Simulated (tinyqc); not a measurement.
# Disorder from G

Inverse problem. A flat band at zero energy with self-consistent Born disorder has G = 1/(z - D G), z = E + i eta. Find D and the half-width 2 sqrt(D) of the broadened level.

Values chosen for this exercise:

| symbol | value | unit | meaning |
|---|---|---|---|
| eta | 0.045 | eV | bare broadening |
| E | -0.302 | eV | energy from the band centre |

G = -1.0078660-2.2908911i 1/eV

Answer. D = (z - 1/G)/G, which comes out real.

D = 0.140 eV^2
half-width = 0.748 eV

Numbers from tinyqc (`OMP_NUM_THREADS=1 python tinyqc.py 2720046 2720047 out.jsonl`; about 0.01 s on one thread of a shared Intel Xeon 2.30GHz).
